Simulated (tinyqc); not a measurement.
Size of the test strain: deformation potentials from a strained empirical pseudopotential.

Diamond lattice, no spin-orbit coupling. Atomic form factor V(q) = a1 (q^2 - a2)/(a3 exp(a4 q^2) - 1) in rydberg with q in 1/bohr, for the unstrained cell. Under a strain e the reciprocal vectors and k go over into (1 + e)^(-1) G, the atoms sit at +/- tau with tau = (1 + e) a (1,1,1)/8 - zeta a (eyz, ezx, exy)/4, and H(G,G') = c |k + G|^2 delta + (V(q)/det(1 + e)) cos(q.tau), q = G - G', with the term q = 0 left out; c = hbar^2/2m0. The basis is fixed before straining: all G with |k + G|^2 up to 16 (2 pi/a)^2. k is given in units of 2 pi/a of the unstrained cell.

Constants: hbar^2/2m0 = 3.80998211 eV angstrom^2; Ry = 13.60569312 eV; a0 (Bohr radius) = 0.5291772105 angstrom.

Parameters, chosen for this exercise (out of a larger set: a germanium-sized cell with gaps well above those of Ge; not measured data):

| symbol | value | unit | meaning |
|---|---|---|---|
| a | 5.666 | angstrom | lattice constant |
| A | (0.396, 2.413, 2.061, 0.458) |  | a1 (Ry bohr^2), a2 (1/bohr^2), a3, a4 (bohr^2) |
| kD | 0.82 | 2 pi/a | position of the Delta minimum |

e = diag(-h/2, -h/2, h). Xu = [E(Delta z) - E(Delta x)]/(1.5 h) at fixed kD, b = [E(Z) - E(X, Y)]/(4.5 h); one-sided from +h alone, central from +h and -h.

Results (eV):

| h | Xu one-sided | Xu central | b one-sided | b central |
|---|---|---|---|---|
| 0.0010 | 7.764 | 7.767 | -2.959 | -2.956 |
| 0.0050 | 7.752 | 7.767 | -2.972 | -2.956 |
| 0.0100 | 7.737 | 7.768 | -2.989 | -2.956 |
| 0.0200 | 7.709 | 7.771 | -3.022 | -2.956 |
| 0.0300 | 7.683 | 7.776 | -3.056 | -2.957 |

Give the missing row, h = 0.0025.

Computed row:
```
h       Xu one-sided  Xu central  b one-sided  b central
0.0025         7.760       7.767       -2.964     -2.956
```

From h = 0.001 to 0.03 the one-sided Xu drifts by -0.081 eV and the central one by +0.009 eV; for b the drifts are -0.097 and -0.001 eV. The central difference cancels the term of second order in the strain, so its error goes as h^2. At h = 0.02 the linear law errs by 0.7 % for the valley splitting and 2.3 % for the valence splitting.

tinyqc: `OMP_NUM_THREADS=1 python tinyqc.py 1880293 1880294 out.jsonl`; about 0.2 s, one thread, shared Intel(R) Xeon(R) Processor @ 2.30GHz.
